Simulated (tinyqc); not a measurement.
Millisecond and nanosecond annealing: surface heating, thermal budget and solid-phase regrowth. Inputs raised by 5 %, one at a time. Computed by tinyqc, a small Python program. Command: `OMP_NUM_THREADS=1 python tinyqc.py 3002286 3002287 out.jsonl flash sens`. One thread of a shared host (Intel(R) Xeon(R) Processor @ 2.30GHz), about 0.03 s of CPU time with the checks.

A square pulse heats the surface of a thick wafer with constant thermal properties; losses by radiation are neglected and silicon melts at 1414 C.

Inputs (values chosen for the exercise, modelled on hot silicon with boron): incident fluence = 0.406 J/cm^2; pulse length t_p = 7.2e-08 s; reflectance R = 0.45; thermal conductivity k = 0.22 W/(cm K); heat capacity per volume c = 2.17 J/(cm^3 K); preheat temperature T0 = 25 C; absorption depth = 0.27 um; dopant prefactor D0 = 1.15 cm^2/s; dopant activation energy E = 3.47 eV; regrowth prefactor v0 = 3.5e+08 cm/s; regrowth energy E_v = 2.71 eV.

Source: pulsed laser.

Constants: k_B = 8.617333262e-05 eV/K.

Method:
- Absorbed flux q = (1 - R) fluence/t_p; kappa = k/c. With f(z, t) = (2 q/k) sqrt(kappa t) ierfc(z/(2 sqrt(kappa t))), ierfc(x) = exp(-x^2)/sqrt(pi) - x erfc(x): T = T0 + f(z, t) during the pulse and T0 + f(z, t) - f(z, t - t_p) after it.
- At the surface the rise at the end of the pulse is 2 q sqrt(t_p/(pi k c)); the fluence that just melts the surface scales with (1414 - T0).
- Temperatures in kelvin are T(C) + 273.15.
- Integrate exp(-E/(k_B T(t))) at the surface from 0 to 10 t_p (Gauss-Legendre, 60 points in sqrt(t) up to t_p and 60 in sqrt(t - t_p) after it). (Dt) = D0 x integral with E; regrowth = v0 x integral with E_v; effective time = integral/exp(-E/(k_B T_peak)).

Runs; columns: (1) input moved; (2) from; (3) to; (4) diffusion length 2 sqrt(Dt) (nm); (5) possible regrowth (nm); (6) effective time over t_p; (7) fluence at the melting threshold (J/cm^2):
```
(1)                                    (2)       (3)        (4)      (5)       (6)      (7)
base run                                 -         -  0.0093179  0.17051  0.093601  0.41495
pulse length t_p (s)               7.2e-08  7.56e-08  0.0074203  0.12041  0.092272  0.42519
reflectance R                         0.45    0.4725  0.0060375  0.08614  0.091346  0.43265
thermal conductivity k (W/(cm K))     0.22     0.231  0.0072414  0.11467  0.092272  0.42519
dopant activation energy E (eV)       3.47    3.6435  0.0049604  0.17051  0.089396  0.41495
dopant prefactor D0 (cm^2/s)          1.15    1.2075  0.0095480  0.17051  0.093601  0.41495
```

Exponents ln(y'/y) / ln(x'/x):
```
input                       diffusion length 2 sqrt(Dt)  possible regrowth  effective time over t_p  fluence at the melting threshold
pulse length t_p                                 -4.667             -7.130                   -0.293                             0.500
reflectance R                                    -8.894            -13.993                   -0.500                             0.856
thermal conductivity k                           -5.167             -8.130                   -0.293                             0.500
dopant activation energy E                      -12.922              0.000                   -0.942                             0.000
dopant prefactor D0                               0.500              0.000                    0.000                             0.000
```

Which inputs matter most for each result?

Among the inputs moved here: diffusion length 2 sqrt(Dt) answers most in size to dopant activation energy E (exponent -12.922), next to reflectance R (-8.894). Its exponent +0.500 in dopant prefactor D0: a diffusion length. Possible regrowth answers most in size to reflectance R (exponent -13.993), next to thermal conductivity k (-8.130); its exponent is below 0.0005 for dopant activation energy E, dopant prefactor D0. Effective time over t_p answers most in size to dopant activation energy E (exponent -0.942), next to reflectance R (-0.500); its exponent is below 0.0005 for dopant prefactor D0. Fluence at the melting threshold answers most in size to reflectance R (exponent +0.856), next to pulse length t_p (+0.500); its exponent is below 0.0005 for dopant activation energy E, dopant prefactor D0. Its exponent +0.500 in pulse length t_p: the heated depth grows as sqrt(t_p). Its exponent +0.500 in thermal conductivity k: the rise goes as 1/sqrt(k c).

Caution (all rows): cold silicon conducts heat several times better than the constant k used here, so the real melting fluence is higher. Caution (all rows): the absorption depth is not small against the thermal length, so the surface-source formula overstates the peak. Caution (all rows): equilibrium diffusivities are used; implant damage enhances diffusion, and k and c vary with temperature. Caution (all rows): the peak lies above 1150 C, and amorphous silicon melts some 200 to 250 K below the crystal, so a layer that has not regrown before the peak may melt instead. Caution (all rows): a diffusion length below the atomic spacing of 0.235 nm means about one jump per atom or fewer, so the profile does not change measurably.

Extremes, crossings and ranges named in words are read from the listed rows.
